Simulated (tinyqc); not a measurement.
Linear model of a band gap against the share of exact exchange, step by step. Values are carried at full precision from step to step, so a last printed digit may differ when a step is redone from the rounded ones.

E(alpha) = E0 + S alpha. A wider gap screens less, modelled in the Penn form eps(alpha) = 1 + (e0 - 1)(EP/(EP + S alpha))^2 with a scale EP chosen for the exercise. A dielectric-dependent hybrid takes alpha = 1/eps.

Values chosen for the exercise (of the order of those of diamond; the results hold for these values, not for the real material):
- E0 = 4.12 eV (gap of the semi-local functional)
- S = 7.95 eV (slope dE/d(alpha))
- e0 = 6.27 (optical dielectric constant at alpha = 0)
- EP = 25.1 eV (energy scale of the screening)
- Et = 5.51 eV (target gap)
- a_start = 0.25 (starting alpha)
- fv = 0.54 (share of the opening taken by the valence edge)
- Ed = 2.97 eV (defect level above the semi-local valence top)
- cd = 0 (shift of the level per unit opening, on the scale of the mean potential)

## Fixed shares

Gap, error against the target and eps for alpha = 0, 0.25 and 1/e0; and the alpha that meets the target, (Et - E0)/S.

Results:
```
alpha   E (eV)  E - Et (eV)    eps
0.0000   4.120       -1.390  6.270
0.2500   6.107        0.598  5.525
0.1595   5.388       -0.122  5.775
```

alpha for the target = 0.1748

A quarter of exact exchange overshoots the target by 0.60 eV: the material needs 0.175, and 1/e0 = 0.159 lies closer to it than 0.25 does.

## Self-consistent share

Iterate alpha -> 1/eps(alpha) seven times from a_start. The fixed point solves alpha eps(alpha) = 1; the contraction factor there is 2 (eps - 1) S/((EP + S alpha) eps^2).

Iterates:
```
step    alpha     eps  E (eV)
0     0.25000  5.5250  6.1075
1     0.18099  5.7140  5.5589
2     0.17501  5.7310  5.5113
3     0.17449  5.7325  5.5072
4     0.17445  5.7326  5.5068
5     0.17444  5.7326  5.5068
6     0.17444  5.7326  5.5068
7     0.17444  5.7326  5.5068
```

fixed point = 0.17444
contraction factor = 0.0864

The factor is positive, so the iterates approach from one side, the error shrinking to 0.09 of itself each step; the gap is within 0.01 eV of its limit from step 2. Self-consistency moves the gap by +0.119 eV against the one-shot choice 1/e0, since a wider gap screens less.

## Band edges and a deep level

The opening c = S alpha lowers the valence top by fv c and raises the conduction edge by (1 - fv) c, both against the mean potential; the level moves by cd c. Use the fixed point. Compare with stretching the level in proportion to the gap and with pinning it to either edge.

opening c = 1.387 eV

shifts of the valence and conduction edges (eV): [-0.749, 0.638]

level above the valence top = 3.719 eV
level below the conduction edge = 1.788 eV

level above the valence top: stretched, tied to the valence edge, tied to the conduction edge (eV): [3.970, 2.970, 4.357]

The three recipes err by +0.25, -0.75 and +0.64 eV against alignment through the mean potential. A localised level with cd = 0 stays put while the edges move away from it.

## Checks

- Fixed point by bisection against 60 substitutions: both 0.17444.

Program tinyqc; command `OMP_NUM_THREADS=1 python tinyqc.py 1850153 1850154 out.jsonl`; about 0.01 s on one thread of a shared Intel(R) Xeon(R) Processor @ 2.30GHz.
